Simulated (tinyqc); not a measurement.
# Polycrystalline film, grain-boundary barriers (Seto model): what changes with what

One-dimensional grains of size Lg with donors N; each boundary has Qt acceptor-like traps per area at one level Et below the band edge. Trapped electrons qt deplete a width w = qt/N (both sides together) and raise a barrier Vb = q N w^2/(8 eps0 eps_r). Current crosses the barriers by thermionic emission at small bias. Abrupt depletion, full ionisation, Boltzmann statistics.

Parameters, values chosen for the exercise; values close to those of polycrystalline silicon:
```
symbol,value,unit,meaning
T,250,K,temperature
eps_r,11.7,,relative permittivity of the semiconductor
Lg,400,nm,grain size
Qt,2.8e12,cm^-2,trap density at a boundary
N,3.5e17,cm^-3,donor density
mg,140,cm^2/(V s),mobility inside a grain
vc,6.9e6,cm/s,collection velocity at the barrier
Nc,2.13e19,cm^-3,conduction-band density of states at T
Et,0.52,eV,trap level below the band edge
```

Constants: q = 1.602176634e-19 C, kB = 1.380649e-23 J/K, Vt = kB T/q, eps0 = 8.8541878128e-14 F/cm where lengths are in cm. Results are converted to the units shown.

Each table varies one quantity; the others keep the values above.

## Effect of the grain size

Partly depleted grains: the density at the grain centre is n0 = N and qt = Qt/(1 + 2 (Nc/N) exp((Vb - Et)/Vt)). If that gives qt >= N Lg, the grains are fully depleted: qt = N Lg, w = Lg and n0 = 2 Nc exp((Vb - Et)/Vt)/(Qt/(N Lg) - 1). Resistivity: barriers rb = Vt exp(Vb/Vt)/(q n0 vc Lg), grain interior rg = (1 - w/Lg)/(q mg N); effective mobility 1/(q N (rb + rg)).

The same in every row: Vb (V) = 0.3646; n0 (cm^-3) = 3.500e17.

Effect of the grain size:
```
Lg (nm)	w/Lg	resistivity (ohm cm)
80	0.9176	1.560e5
130	0.5647	9.602e4
210	0.3496	5.944e4
340	0.2159	3.671e4
560	0.1311	2.229e4
910	0.08067	1.372e4
1500	0.04894	8322
2400	0.03059	5201
```

What does the comparison show?

As Lg goes from 80 to 2400 nm, the barrier stays at 0.365 V and the resistivity falls from 1.56e5 to 5200 ohm cm. The grains are fully depleted in 0 of the 8 rows.

## Effect of the donor density

Same model as above.

Effect of the donor density:
```
N (cm^-3)	w/Lg	Vb (V)	n0 (cm^-3)	resistivity (ohm cm)
3.5e15	1.000	0.1083	1.123e10	6.604e6
7.1e15	1.000	0.2196	4.232e12	3.079e6
1.5e16	0.9043	0.3794	1.500e16	1.446e6
3e16	0.6436	0.3844	3.000e16	9.124e5
6e16	0.4572	0.3880	6.000e16	5.392e5
1.2e17	0.3236	0.3888	1.200e17	2.789e5
2.5e17	0.2218	0.3805	2.500e17	9.117e4
5.1e17	0.1369	0.2957	5.100e17	873.4
1e18	0.07000	0.1516	1.000e18	0.5950
2.1e18	0.03333	0.07217	2.100e18	0.02714
```

Read the table: what changes, and by how much?

As N goes from 3.5e15 to 2.1e18 cm^-3, the barrier goes from 0.108 through a maximum of 0.389 (at N = 1.2e17 cm^-3 among the rows listed) to 0.0722 V and the resistivity falls from 6.60e6 to 0.0271 ohm cm. The grains are fully depleted in 2 of the 10 rows. The steepest fall, as N^(-10.8), lies between 5.1e17 and 1e18 cm^-3; N* = 7.00e16 cm^-3. The barrier grows with N while the grains are depleted and shrinks once they are not, hence the maximum.

Numbers from tinyqc (`OMP_NUM_THREADS=1 python tinyqc.py 2610118 2610119 out.jsonl`; about 0.01 s on one thread of a shared Intel Xeon 2.30GHz).
